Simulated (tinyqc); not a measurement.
Koster-Slater impurity in a tight-binding band, by Green functions and by supercells: one step, computed by the program tinyqc.

One orbital per site, e(k) = -2 t sum cos(k_i) over 2 direction(s), band from -4 t to 4 t, lattice constant 1. One site has the extra energy U. Spin is left out.

Question. Scattering. T = U/(1 - U G0); phase shift delta = -arg(1 - U G0) in (-pi, pi]; host density of states -Im G0/pi; on the impurity -Im[G0/(1 - U G0)]/pi; lifetime of a band state hbar/(-2 c Im T).

Inputs (values chosen for the exercise, for a model band): impurity potential U = 4.19 eV; impurity concentration c = 0.004 per site.

Lattice: square.

G0(E + i eta) = -0.1880274-0.1749897i 1/eV

Constants: hbar = 6.582119569e-16 eV s.

Give: T matrix; phase shift delta; host density of states; density of states on the impurity; scattering lifetime.

Answer.

T matrix = 2.006-0.823i eV

phase shift delta = -0.3892 rad

host density of states = 0.05570 1/eV

density of states on the impurity = 0.01492 1/eV

scattering lifetime = 100.0 fs

The Born approximation would take Im T = U^2 Im G0 = -3.07 eV, 3.73 times the full value.
